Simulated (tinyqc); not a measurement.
# Formation energy of a charged point defect from supercell energies, step by step

A worked calculation. Computed by tinyqc, a small Python program that keeps every step. Command: `OMP_NUM_THREADS=1 python tinyqc.py 3031482 3031483 out.jsonl formation walk`. One thread of a shared host (Intel(R) Xeon(R) Processor @ 2.30GHz), about 0.01 s of CPU time with the checks. Intermediate numbers are printed to about 6 digits and carried at full precision; extremes and crossings named in words are read from the listed rows.

The host is a compound AB. Making the defect adds n_A = 1, n_B = 0 atoms to the cell. All total energies are inputs. E_F is counted from the valence-band maximum (VBM); x = 0 is A-rich and x = 1 B-rich growth.

Inputs (values chosen for the exercise, for a model compound AB):
```
quantity                       value      unit
gap E_g                         1.47        eV
E_VBM of the host cell         5.082        eV
potential alignment dV        -0.072        eV
dielectric constant eps         14.6         -
cell length L                   11.5  angstrom
mu_A of the pure element      -4.899        eV
formation enthalpy dH of AB   -0.494        eV
growth condition x               0.8         -
Fermi level E_F                0.606        eV
temperature T                    800         K
site density N_s             1.8e+22     cm^-3
```

Defect: A interstitial. Supercell lattice: bcc.

charge states q: 2  1  0

E(defect, q) - E(host), in the order of q (eV): -14.874  -9.211  -2.807

Constants: e^2/(4 pi eps_0) = 14.39964548 eV angstrom; k_B = 8.617333262e-05 eV/K.

## Chemical potentials

dmu_A = x dH and dmu_B = (1 - x) dH, so that dmu_A + dmu_B = dH; mu = mu(element) + dmu. The reservoir term is sum n_i mu_i.

dmu_A = -0.3952 eV

dmu_B = -0.0988 eV

sum n_i mu_i = -5.2942 eV

## Image-charge corrections

Image-charge correction of a point charge in a neutralising background: E_corr = q^2 alpha e^2/(4 pi eps_0) / (2 eps L), alpha = 2.888462 for a bcc array with L the cube root of the volume.

E_corr (eV): (q=+2) 0.495448, (q=+1) 0.123862, (q=0) 0.000000

Caution: the largest image-charge correction in these energies, q^2 alpha e^2/(8 pi eps_0 eps L) with alpha = 2.888462, exceeds a quarter of the gap; the point-charge term alone is then a rough estimate, usually too large for a charge that is spread out.

## Formation energies at E_F = 0

E_f(q, E_F) = [E(defect, q) - E(host)] - sum n_i mu_i + q (E_VBM + dV + E_F) + E_corr(q).

E_f(q, 0) (eV): (q=+2) 0.93565, (q=+1) 1.21706, (q=0) 2.48720

## Transition levels and the lower envelope

eps(q/q') = [E_f(q', 0) - E_f(q, 0)]/(q - q'). U of state q is eps(q/q-1) - eps(q+1/q). The stable state at each E_F is the lowest line E_f(q, 0) + q E_F.

One-electron levels above the VBM (eV):
```
level     energy  U of the state between this level and the next
(+2/+1)  0.28141                                        0.988724
(+1/0)   1.27014                                               -
```

Stable states:
```
q   from E_F (eV)  to E_F (eV)
+2        0.00000      0.28141
+1        0.28141      1.27014
0         1.27014      1.47000
```

Stable in the gap, from the VBM up: +2, +1, 0.

## The first and the last level

eps(q/q-1) = E_f(q - 1, 0) - E_f(q, 0).

level (+2/+1) = 0.281414 eV

level (+1/0) = 1.27014 eV

## Concentrations at the given E_F and T

E_f(q, E_F) = E_f(q, 0) + q E_F. c_q = N_s exp(-E_f(q, E_F)/k_B T), with all degeneracy factors one and no vibrational entropy.

Charge states:
```
q   E_f (eV)  c_q (cm^-3)        share
+2   2.14765  5.31726e+08  8.93865e-03
+1   1.82306  5.89506e+10  9.90996e-01
0    2.48720  3.86013e+06  6.48913e-05
```

lowest formation energy = 1.82306 eV

total concentration = 5.94861e+10 cm^-3

mean charge = 1.00887 e

State +1 holds 99.1 % of the defects.

## Fermi level and growth conditions

Each entry is the lowest E_f over q.

Lowest formation energy (eV):
```
E_F (eV)  stable q  A-rich, x = 0  x = 0.5  B-rich, x = 1
0.000           +2        0.54045  0.78745        1.03445
0.184           +2        0.90845  1.15545        1.40245
0.368           +1        1.18986  1.43686        1.68386
0.551           +1        1.37286  1.61986        1.86686
0.735           +1        1.55686  1.80386        2.05086
0.919           +1        1.74086  1.98786        2.23486
1.102           +1        1.92386  2.17086        2.41786
1.286            0        2.09200  2.33900        2.58600
1.470            0        2.09200  2.33900        2.58600
```

Going from A-rich to B-rich growth shifts every line by +0.494 eV and moves no transition level. The slope of the envelope is the stable charge, so E_f is highest in the rows from E_F = 1.29 to 1.47 eV, where the neutral state is stable: the defect forms most easily in p-type material.

## What the corrections do to the levels

Levels eps(q/q-1) with the terms q dV and E_corr left out or kept.

Levels above the VBM (eV):
```
level        raw  with alignment  with image charge  with both
(+2/+1)  0.58100         0.65300            0.20941    0.28141
(+1/0)   1.32200         1.39400            1.19814    1.27014
```

Alignment moves every level by -dV = +0.072 eV. The image term moves eps(q/q-1) by (1 - 2q) E_corr(1): (+2/+1) by -0.372, (+1/0) by -0.124 eV, donor levels down and acceptor levels up. It adds 2 E_corr(1) = 0.248 eV to every U.

Checks made by the program: envelope against a direct minimum on a grid (relative difference below 1e-10).
